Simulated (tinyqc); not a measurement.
Regular and subregular solution with a miscibility gap: one step, computed by the program tinyqc.

Per mole of mixing sites: G(x) = x (1 - x) [L0 + L1 (1 - 2x)] + R T [x ln x + (1 - x) ln(1 - x)], x the fraction of B.

Question. Critical point. The spinodal is G'' = 0, R T_s(x) = x (1 - x) [2 L0 + 6 L1 (1 - 2x)]; the critical point is its maximum.

Inputs (values chosen for the exercise, for a model alloy): asymmetry L1 = -1.7 kJ/mol.

L0 = 11.6 kJ/mol

Constants: R = 8.314462618 J/(mol K).

Give: critical composition x_c; critical temperature T_c.

Answer.

critical composition x_c = 0.5974

critical temperature T_c = 728.6 K

L1 < 0 moves the top of the gap to the B-rich side and raises it by 31.0 K over L0/(2 R).
